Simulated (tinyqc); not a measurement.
Hubbard ring of 6 sites, step by step. Computed by tinyqc, a small Python program that keeps every step. Settings: hopping = 1.34, U = 4.0, mixing = 1, iteration cap = 68. Command: `OMP_NUM_THREADS=1 python tinyqc.py 23995 23996 out.jsonl` (the two numbers bound the seeds that draw the settings). One thread of a shared host (Intel(R) Xeon(R) Processor @ 2.60GHz), about 0.2 s of CPU time with the checks. Later iterations appear only in the table of the cycle.

## Mean-field iteration 1

one-body matrix (hopping and site energies) (eV), order 1, 2, 3, 4, 5, 6:
$$\begin{pmatrix}
-0.06000 & -1.34000 & 0.00000 & 0.00000 & 0.00000 & -1.34000 \\
-1.34000 & -0.07000 & -1.34000 & 0.00000 & 0.00000 & 0.00000 \\
0.00000 & -1.34000 & -0.76000 & -1.34000 & 0.00000 & 0.00000 \\
0.00000 & 0.00000 & -1.34000 & 0.74000 & -1.34000 & 0.00000 \\
0.00000 & 0.00000 & 0.00000 & -1.34000 & 0.11000 & -1.34000 \\
-1.34000 & 0.00000 & 0.00000 & 0.00000 & -1.34000 & -0.30000
\end{pmatrix}$$

U = 4.00000 eV

electrons, up and down: [1, 1]

mixing = 1

n(up) at the start (a guess, not normalised): 1 0.61700, 2 0.00000, 3 0.61700, 4 0.00000, 5 0.61700, 6 0.00000

n(down) at the start (a guess): 1 0.00000, 2 0.61700, 3 0.00000, 4 0.61700, 5 0.00000, 6 0.61700

H(up) = T + U n(down), H(down) = T + U n(up); fill the lowest levels; n(new) = n + mixing (n(out) - n); E = tr T (rho up + rho down) + U sum n_up n_down of the output.

levels, up (eV): [-1.94209, -0.98099, -0.50835, 2.84146, 3.31490, 4.33906]

levels, down (eV): [-1.77791, -0.82413, -0.20916, 2.62931, 3.12152, 4.12438]

energy = -4.52005 eV

n(up) after iteration 1: 1 0.17307, 2 0.11581, 3 0.47087, 4 0.07024, 5 0.11048, 6 0.05954

n(down) after iteration 1: 1 0.12234, 2 0.28093, 3 0.10613, 4 0.10078, 5 0.07330, 6 0.31652

## Mean-field iteration 2

As before.

levels, up (eV): [-2.15042, -0.96093, -0.62513, 1.91115, 2.14201, 3.34332]

levels, down (eV): [-2.15793, -0.85677, -0.59040, 1.86421, 2.02399, 3.37691]

energy = -4.87076 eV

n(up) after iteration 2: 1 0.13603, 2 0.15516, 3 0.32840, 4 0.14613, 5 0.13432, 6 0.09996

n(down) after iteration 2: 1 0.20358, 2 0.14587, 3 0.07614, 4 0.08630, 5 0.17723, 6 0.31089

## Convergence

Each step fills the lowest levels of T + U n(other spin) and sets n(new) = n + mixing (n(out) - n); stop when output and input agree to 1e-8.

Course of the cycle:
```
iteration      E (eV)  largest |n(out) - n(in)|  mean |n_up - n_down|
1          -4.5200531                  5.16e-01               0.15088
2          -4.8707551                  1.42e-01               0.10713
3          -4.8979741                  7.29e-02               0.13036
4          -4.9074790                  6.20e-02               0.14658
5          -4.9148807                  6.14e-02               0.15809
6          -4.9202038                  4.52e-02               0.16854
7          -4.9234922                  3.63e-02               0.17537
8          -4.9252317                  2.34e-02               0.18106
9          -4.9260496                  1.68e-02               0.18435
10         -4.9264014                  9.96e-03               0.18685
11         -4.9265438                  6.72e-03               0.18821
...               ...                       ...                   ...
28         -4.9266325                  1.21e-06               0.19059
29         -4.9266325                  7.17e-07               0.19059
30         -4.9266325                  4.41e-07               0.19059
31         -4.9266325                  2.56e-07               0.19059
32         -4.9266325                  1.60e-07               0.19059
33         -4.9266325                  9.17e-08               0.19059
34         -4.9266325                  5.83e-08               0.19059
35         -4.9266325                  3.27e-08               0.19059
36         -4.9266325                  2.12e-08               0.19059
37         -4.9266325                  1.17e-08               0.19059
38         -4.9266325                  7.71e-09               0.19059
```

local moments n_up - n_down: 1 -0.13427, 2 0.14704, 3 0.36387, 4 0.06085, 5 -0.13982, 6 -0.29767

Converged in 38 iterations. Before convergence this energy mixes input and output and is not variational, so it may rise towards its limit.

## Exact diagonalisation (36 states)

Lowest levels of the sector, and the double occupancy of the lowest state.

lowest levels (eV): [-5.21136, -4.47941, -3.95917, -3.52900, -3.26013, -2.83867]

double occupancy per site = 0.00807

The mean-field solution above lies 0.2847 eV above the exact energy.

## The lowest level by Lanczos steps

From a random start vector (not printed): a_j = <q_j|H|q_j>, b_j = norm of the remainder after orthogonalising; the Ritz value is the lowest eigenvalue of the tridiagonal matrix of a and b so far.

Lanczos:
```
j   a_j (eV)  b_j (eV)  lowest Ritz value (eV)
1   -0.41776   3.74273              -0.4177577
2    0.41810   3.62232              -3.7658150
3    1.81843   3.14035              -4.7807976
4    1.80948   3.11488              -5.0372488
5    0.01684   2.41805              -5.1507321
6    0.62315   2.75856              -5.1907439
7    2.08336   2.76119              -5.2030745
8    0.25799   2.74829              -5.2071477
9   -0.33571   2.66987              -5.2096018
10   1.20193   1.96217              -5.2110090
```
